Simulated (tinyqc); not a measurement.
A log to judge: collinear exchange A + BC -> AB + C on a London-Eyring-Polanyi-Sato surface: saddle, string of images and rate. Computed by tinyqc. Command: `OMP_NUM_THREADS=1 python tinyqc.py 3113538 3113539 out.jsonl leps walk`. One thread of a shared host (Intel(R) Xeon(R) Processor @ 2.30GHz), about 0.6 s of CPU time with the checks.

x = r(AB), y = r(BC), r(AC) = x + y. V is counted from separated atoms, the barrier from A + BC, that is V + D(BC).

Inputs (values chosen for the exercise, bond data loosely for abstraction of hydrogen from a Ge-H bond by a hydrogen atom; the barrier is not fitted):
```
quantity,value,unit
D(AB),4.8,eV
r0(AB),0.742,angstrom
beta(AB),1.94,1/angstrom
D(BC),3.61,eV
r0(BC),1.53,angstrom
beta(BC),1.45,1/angstrom
D(AC),3.62,eV
r0(AC),1.53,angstrom
beta(AC),1.45,1/angstrom
Sato parameter S,0.11,-
step of the string,0.2,angstrom^2/eV
```

Method. For each pair, with u = exp(-beta (r - r0)): Q = D [(3 + S) u^2 - (2 + 6 S) u]/(4 (1 + S)), J = D [(1 + 3 S) u^2 - (6 + 2 S) u]/(4 (1 + S)); V = Q1 + Q2 + Q3 - sqrt(((J1 - J2)^2 + (J2 - J3)^2 + (J3 - J1)^2)/2). String of 9 images between the fixed ends (r0(AB) + 2, r0(BC)) and (r0(AB), r0(BC) + 2), started on the two straight legs through (r0(AB) + 0.3, r0(BC) + 0.3): each iteration moves the inner images by -step x gradient (central differences) and spaces them evenly again along the broken line (coordinates are kept between 0.2 and 8 angstrom); stop when no coordinate changes by more than 1e-5 angstrom, at most 400 iterations.

Course:
```
iteration,highest inner image above A + BC (eV),largest move (angstrom)
1,13.1116,0.66423
2,3.0598,7.77223
3,3.0622,3.92333
4,2.9721,0.52278
5,2.8727,0.50582
6,2.7146,0.50783
7,2.5299,0.83317
...,...,...
394,2.3342,0.50415
395,2.0601,0.52974
396,1.7827,0.68045
397,1.2384,0.80733
398,0.3311,0.67482
399,10.1139,0.86534
400,3.0367,6.73375
```

Images at the end:
```
image,x (angstrom),y (angstrom),V + D(BC) (eV)
0,2.74200,1.53000,0.01858
1,3.23057,1.60893,0.04943
2,3.15099,1.77043,0.32025
3,7.31657,2.07685,1.08207
4,8.00000,2.38327,1.81886
5,8.00000,2.68276,2.38045
6,8.00000,2.96518,2.76514
7,4.90927,3.24759,3.03665
8,0.74200,3.53000,-1.15865
```

Can the last value be used, and what does the course show?

No. Not converged in 400 iterations: the residual wanders without falling. The step exceeds 2/k = 0.055 angstrom^2/eV for the stiffer bond (k = 2 D beta^2), the limit of plain descent. Reruns converge with step of the string = 0.01; or with step of the string = 0.02.
